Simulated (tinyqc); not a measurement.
MOSFET in saturation, small-signal circuit and noise: two steps of the calculation.

Bias by the inversion coefficient IC = I/Ispec (charge-based model with velocity saturation; weak inversion below 0.1, strong above 10). Common-source circuit: gm, gds, Cgs, Cgd and Cj at the inner nodes, Rg in series with the gate; quasi-static, no source or drain resistance, no gate-body capacitance, no substrate network, no induced gate noise, so fmax is an upper estimate.

Inputs (values chosen for the exercise):
```
symbol  value  unit           meaning
f           3   GHz  signal frequency
```

Task 1. Admittance matrix. Inner admittances at w = 2 pi f: y11 = i w (Cgs + Cgd), y12 = -i w Cgd, y21 = gm - i w Cgd, y22 = gds + i w (Cgd + Cd). Invert to Z, add Rg to Z11 and invert back to Y.

gm = 0.41331541 mS
gds = 0.061997312 mS
Cgs = 2.4006982 fF
Cgd = 2.2 fF
Cd = 7.2 fF
Rg = 35.952381 ohm

Wanted: inner y; Y with Rg.

Result 1.

inner y (mS):

|  | 1 | 2 |
|---|---|---|
| 1 | 0.00000+0.08672i | 0.00000-0.04147i |
| 2 | 0.41332-0.04147i | 0.06200+0.17719i |

Y with Rg (mS):

|  | 1 | 2 |
|---|---|---|
| 1 | 0.00027+0.08672i | -0.00013-0.04147i |
| 2 | 0.41318-0.04276i | 0.06206+0.17780i |

Task 2. Current gain and unilateral power gain. |h21| = |Y21/Y11|; U = |Y21 - Y12|^2/(4 [Re Y11 Re Y22 - Re Y12 Re Y21]). Extrapolated at 20 dB a decade: f |h21| and f sqrt(U).

Y with Rg (mS):

|  | 1 | 2 |
|---|---|---|
| 1 | 0.0002703791+0.0867202759i | -0.0001292921-0.0414686199i |
| 2 | 0.4131821044-0.0427572549i | 0.0620610594+0.1778018430i |

Give: |h21|; U; f |h21|; f sqrt(U).

Result 2.

|h21| = 4.7900
U = 608.35
f |h21| = 14.370 GHz
f sqrt(U) = 73.994 GHz

Numbers from tinyqc (`OMP_NUM_THREADS=1 python tinyqc.py 2150028 2150029 out.jsonl`; about 0.01 s on one thread of a shared Intel Xeon 2.30GHz).
